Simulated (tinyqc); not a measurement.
Modulation-doped quantum well, Poisson-Schroedinger loop with local exchange and correlation: effect of the sheet density of electrons.

A well of width L centred at z = 0 between barriers Vb; effective-mass electrons, parabolic bands. The electrons come from donor sheets outside the mesh, a share fL of Ns on the left and the rest on the right, so the structure is neutral. Energies are counted from the band edge of the well, with U = 0 on the first node in the Hartree part.

Schroedinger equation -C d/dz (1/m) dpsi/dz + (V0 + U) psi = E psi, C = hbar^2/(2 m0), on a fine mesh (400 intervals across the well) with hard walls 7.7 nm outside the well edges (to within half a fine step); the lowest 2 levels are kept. V0 = 0 in the well and Vb outside, plus q Fz z (1 kV/cm = 1e-4 eV/nm). N_k = D Vt ln(1 + exp((EF - E_k)/Vt)), D = md m0 q/(pi hbar^2), sum N_k = Ns; n = sum N_k |psi_k|^2. dU/dz = q (fL Ns - integral of n from the left)/(eps0 eps_r). Added to it: V_xc = -(2 Ry/(pi al rs)) [1 + 0.7734 (rs/21) ln(1 + 21/rs)] (Hedin-Lundqvist), al = (4/(9 pi))^(1/3), rs = (3/(4 pi n))^(1/3)/aB, aB = 4 pi eps0 eps_r hbar^2/(md m0 q^2), Ry = q/(8 pi eps0 eps_r aB) in eV. The loop is converged to 1e-9 eV; shares under 0.001 % are printed as 0.

Values chosen for this exercise; material values those of a made-up well:
- T = 20 K (temperature)
- mw = 0.0676 m0 (mass along z in the well)
- mb = 0.0975 m0 (mass along z in the barriers)
- md = 0.0595 m0 (in-plane mass)
- Vb = 0.184 eV (barrier height)
- eps_r = 10.8 (relative permittivity (all layers))
- L = 22 nm (well width)
- fL = 0.7 (share of the donors on the left side)
- Fz = 0 kV/cm (applied field along z)

Constants: q = 1.602176634e-19 C, kB = 1.380649e-23 J/K, hbar = 1.054571817e-34 J s, m0 = 9.1093837015e-31 kg, Vt = kB T/q, eps0 = 8.8541878128e-14 F/cm where lengths are in cm, hbar^2/(2 m0) = 0.0380998212 eV nm^2. Results are converted to the units shown.

Result of one run:
```
E2 - E1 (meV)  EF - E1 (meV)  share of E2 (%)  centroid (nm)  charge in the barriers (%)  range of U in the well (meV)
24.2                    1.37                0         -0.310                       0.714                          3.62
```

Which sheet density of electrons Ns gave this result: 5e10, 9.4e10, 1.7e11 or 6.1e11 cm^-2?

Ns = 5e10 cm^-2.

The whole series:
columns A: Ns (cm^-2); B: E2 - E1 (meV); C: EF - E1 (meV); D: share of E2 (%); E: centroid (nm); F: charge in the barriers (%); G: range of U in the well (meV)
```
A          B     C        D       E      F     G
5e10    24.2  1.37        0  -0.310  0.714  3.62
9.4e10  23.8  3.58        0  -0.565  0.761  6.43
1.7e11  23.1  6.81  0.00202  -0.957  0.864  11.8
3.3e11  21.6  13.3    0.101   -1.61   1.14  23.0
6.1e11  19.7  21.9     10.7   -2.20   2.00  39.8
1.1e12  19.5  31.9     28.0   -2.56   3.80  64.6
```

As Ns goes from 5e10 to 1.1e12, E2 - E1 falls from 24.2 to 19.5 meV, EF - E1 rises from 1.37 to 31.9 meV and the share of E2 rises from 0 to 28.0 %. EF lies above E2 for Ns = 6.1e11, 1.1e12. The band bending across the well rises from 3.62 to 64.6 meV, as Ns^(0.93).

tinyqc, about 0.2 s, one thread, Intel Xeon 2.30GHz (shared host): `OMP_NUM_THREADS=1 python tinyqc.py 2140013 2140014 out.jsonl`
